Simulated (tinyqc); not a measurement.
From results back to parameters: round or elliptic silicon nanowire with anisotropic valleys (Ritz method). Three cases, with inputs chosen for the exercise.

Problem. For a circular wire every level scales as 1/R^2. The lowest level of group A was computed from a hidden radius.

Wire along x = [100] on a (001) wafer, y = [010], z = [001]. Valley groups, two valleys each (w = inverse masses): A, axis along z: w_y = 1/mt, w_z = 1/ml, m_x = mt; B, axis along y: w_y = 1/ml, w_z = 1/mt, m_x = mt; C, axis along x: w_y = w_z = 1/mt, m_x = ml.

Hard wall on the ellipse (y/a)^2 + (z/b)^2 = 1, c = hbar^2/2m0. With u = y/a, v = z/b the operator is -c [(w_y/a^2) d2/du2 + (w_z/b^2) d2/dv2] on the unit disc. Basis (1 - u^2 - v^2) u^i v^j; S, X and Y are the disc integrals of f f', (df/du)(df'/du) and (df/dv)(df'/dv), from the integral of u^p v^q = 2 Gamma((p+1)/2) Gamma((q+1)/2)/((p + q + 2) Gamma((p+q+2)/2)) for even p, q; H = c (w_y X/a^2 + w_z Y/b^2).

Converged values use 21 functions of each parity class (e or o in u, then in v).

Constants: hbar^2/2m0 = 3.80998211 eV angstrom^2.

Find: E R^2/c; R.

Case 1.

Values chosen (out of a larger set: near those of a Si nanowire; not measured data): ml = 0.916 m0 (longitudinal mass); mt = 0.192 m0 (transverse mass).

level = 0.087043 eV

Solution.

E R^2/c = 17.911
R = 28.0 angstrom

Solve once for R = 1 and scale. The mean inverse mass would give 2.404826^2 (1/mt + 1/ml)/2 = 18.217, 1.7 % too high.

Case 2.

Values chosen (out of a larger set: near those of a Si nanowire; not measured data): ml = 0.926 m0 (longitudinal mass); mt = 0.189 m0 (transverse mass).

level = 0.045345 eV

Solution.

E R^2/c = 18.102
R = 39.0 angstrom

Solve once for R = 1 and scale. The mean inverse mass would give 2.404826^2 (1/mt + 1/ml)/2 = 18.422, 1.8 % too high.

Case 3.

Values chosen (out of a larger set: near those of a Si nanowire; not measured data): ml = 0.915 m0 (longitudinal mass); mt = 0.189 m0 (transverse mass).

level = 0.076809 eV

Solution.

E R^2/c = 18.144
R = 30.0 angstrom

Solve once for R = 1 and scale. The mean inverse mass would give 2.404826^2 (1/mt + 1/ml)/2 = 18.460, 1.7 % too high.

Computed by tinyqc, one run a case: `OMP_NUM_THREADS=1 python tinyqc.py N N+1 out.jsonl` with N = 1250559, 1250572, 1250609; one thread of a shared Intel(R) Xeon(R) Processor @ 2.30GHz, about 0.07 s a run at most.
